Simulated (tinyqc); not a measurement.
Inside a calculation. Method: sp3 tight binding, zinc-blende lattice. Computed by tinyqc, a small Python program that keeps every step. Command: `OMP_NUM_THREADS=1 python tinyqc.py 24278 24279 out.jsonl` (the two numbers bound the seeds that draw the settings). One thread of a shared host (Intel(R) Xeon(R) Processor @ 2.60GHz), about 0.01 s of CPU time with the checks.

## Bloch Hamiltonian at k

Parameters chosen for this model: zinc-blende lattice, anion at 0, cation at a/4 (1,1,1); V = eta hbar^2 / (m d^2), hbar^2/m = 7.619964 eV angstrom^2:
```
parameter          value      unit
a               3.910000  angstrom
d               1.693080  angstrom
Es anion      -15.980000        eV
Ep anion       -8.690000        eV
Es cation      -8.230000        eV
Ep cation      -4.650000        eV
eta ss         -1.320000
eta sp          1.420000
eta pp sigma    2.220000
eta pp pi      -0.630000
V ss           -3.508909        eV
V sp            3.774735        eV
V pp sigma      5.901346        eV
V pp pi        -1.674706        eV
```

k point k (2 pi / a): [0.140000, -0.100000, 0.240000]

Slater-Koster rules over the four bonds with direction cosines (l, m, n): ss V_ss; s-px l V_sp; px-s -l V_sp; px-px l^2 V_pps + (1 - l^2) V_ppp; px-py l m (V_pps - V_ppp); each times exp(i k.d).

H(k) at k (eV), order a s, a px, a py, a pz, c s, c px, c py, c pz:
$$\begin{pmatrix}
-15.980000 & 0.000000 & 0.000000 & 0.000000 & -12.578919-0.176320i & 0.489921+1.746329i & -0.691421-1.237399i & 0.276591+3.093238i \\
0.000000 & -8.690000 & 0.000000 & 0.000000 & -0.489921-1.746329i & 3.049435+0.042744i & 0.320505+3.584340i & -0.801195-1.433856i \\
0.000000 & 0.000000 & -8.690000 & 0.000000 & 0.691421+1.237399i & 0.320505+3.584340i & 3.049435+0.042744i & 0.567704+2.023587i \\
0.000000 & 0.000000 & 0.000000 & -8.690000 & -0.276591-3.093238i & -0.801195-1.433856i & 0.567704+2.023587i & 3.049435+0.042744i \\
-12.578919+0.176320i & -0.489921+1.746329i & 0.691421-1.237399i & -0.276591+3.093238i & -8.230000 & 0.000000 & 0.000000 & 0.000000 \\
0.489921-1.746329i & 3.049435-0.042744i & 0.320505-3.584340i & -0.801195+1.433856i & 0.000000 & -4.650000 & 0.000000 & 0.000000 \\
-0.691421+1.237399i & 0.320505-3.584340i & 3.049435-0.042744i & 0.567704-2.023587i & 0.000000 & 0.000000 & -4.650000 & 0.000000 \\
0.276591-3.093238i & -0.801195+1.433856i & 0.567704-2.023587i & 3.049435-0.042744i & 0.000000 & 0.000000 & 0.000000 & -4.650000
\end{pmatrix}$$

## Levels at k

Diagonalise the Hermitian matrix.

eigenvalues (eV): [-25.922889, -12.932379, -12.067840, -11.370973, -2.083035, -1.293868, -0.959451, 2.400435]

weights |c|^2 of the basis functions, order a s, a px, a py, a pz, c s, c px, c py, c pz:
$$\begin{pmatrix}
0.627136 & 0.026410 & 0.000973 & 0.005995 & 0.001648 & 0.000538 & 0.031821 & 0.305479 \\
0.002716 & 0.241437 & 0.269577 & 0.167519 & 0.040242 & 0.148144 & 0.112091 & 0.018275 \\
0.001381 & 0.236422 & 0.401106 & 0.037030 & 0.012482 & 0.159011 & 0.139780 & 0.012789 \\
0.007987 & 0.163140 & 0.015601 & 0.505940 & 0.227092 & 0.004604 & 0.040009 & 0.035627 \\
0.343871 & 0.032338 & 0.001543 & 0.007916 & 0.007593 & 0.001585 & 0.066606 & 0.538547 \\
0.003813 & 0.108885 & 0.134817 & 0.062694 & 0.100466 & 0.332343 & 0.232375 & 0.024607 \\
0.001999 & 0.129745 & 0.167867 & 0.013349 & 0.029438 & 0.343192 & 0.295261 & 0.019149 \\
0.011097 & 0.061623 & 0.008515 & 0.199558 & 0.581039 & 0.010584 & 0.082057 & 0.045527
\end{pmatrix}$$

## Bloch Hamiltonian at L

k point L (2 pi / a): [0.500000, 0.500000, 0.500000]

As before.

H(k) at L (eV), order a s, a px, a py, a pz, c s, c px, c py, c pz:
$$\begin{pmatrix}
-15.980000 & 0.000000 & 0.000000 & 0.000000 & -4.962346+4.962346i & -3.082058+3.082058i & -3.082058+3.082058i & -3.082058+3.082058i \\
0.000000 & -8.690000 & 0.000000 & 0.000000 & 3.082058-3.082058i & 1.202993-1.202993i & -3.571386+3.571386i & -3.571386+3.571386i \\
0.000000 & 0.000000 & -8.690000 & 0.000000 & 3.082058-3.082058i & -3.571386+3.571386i & 1.202993-1.202993i & -3.571386+3.571386i \\
0.000000 & 0.000000 & 0.000000 & -8.690000 & 3.082058-3.082058i & -3.571386+3.571386i & -3.571386+3.571386i & 1.202993-1.202993i \\
-4.962346-4.962346i & 3.082058+3.082058i & 3.082058+3.082058i & 3.082058+3.082058i & -8.230000 & 0.000000 & 0.000000 & 0.000000 \\
-3.082058-3.082058i & 1.202993+1.202993i & -3.571386-3.571386i & -3.571386-3.571386i & 0.000000 & -4.650000 & 0.000000 & 0.000000 \\
-3.082058-3.082058i & -3.571386-3.571386i & 1.202993+1.202993i & -3.571386-3.571386i & 0.000000 & 0.000000 & -4.650000 & 0.000000 \\
-3.082058-3.082058i & -3.571386-3.571386i & -3.571386-3.571386i & 1.202993+1.202993i & 0.000000 & 0.000000 & 0.000000 & -4.650000
\end{pmatrix}$$

## Levels at L

As before.

eigenvalues (eV): [-22.590410, -18.920014, -13.717679, -13.717679, -0.438176, 0.377679, 0.377679, 4.398601]

## Bands along a path

The same steps at evenly spaced points between the labelled ones.

Bands along the path (eV):
```
k             band 1      band 2      band 3      band 4     band 5     band 6     band 7    band 8
L         -22.590410  -18.920014  -13.717679  -13.717679  -0.438176   0.377679   0.377679  4.398601
L-G 0.25  -23.607894  -17.547465  -13.354973  -13.354973  -0.282965   0.014973   0.014973  3.888324
L-G 0.50  -25.142637  -14.916950  -12.385230  -12.385230  -0.954770  -0.954770  -0.293199  2.802786
L-G 0.75  -26.261410  -12.117362  -11.213001  -11.213001  -2.126999  -2.126999  -1.577780  2.406553
G         -26.665723  -10.627011  -10.627011  -10.627011  -2.712989  -2.712989  -2.712989  2.455723
G-X 0.25  -26.123246  -12.046395  -12.046395  -11.257328  -2.497602  -1.293605  -1.293605  2.328176
G-X 0.50  -24.584822  -14.473099  -14.473099  -13.009721  -1.865384   1.133099   1.133099  1.909928
G-X 0.75  -22.361951  -16.306964  -16.306964  -15.443913  -0.914594   1.170458   2.966964  2.966964
X         -20.711388  -17.180411  -16.971396  -16.971396   0.081388   0.260411   3.631396  3.631396
X-W 0.25  -20.711388  -17.180411  -16.971396  -16.971396   0.081388   0.260411   3.631396  3.631396
X-W 0.50  -20.711388  -17.180411  -16.971396  -16.971396   0.081388   0.260411   3.631396  3.631396
X-W 0.75  -20.711388  -17.180411  -16.971396  -16.971396   0.081388   0.260411   3.631396  3.631396
W         -20.711388  -17.180411  -16.971396  -16.971396   0.081388   0.260411   3.631396  3.631396
```

With 4 band(s) filled, the highest filled level on these points lies at G and the lowest empty one at G: a gap of 7.9140 eV, direct.
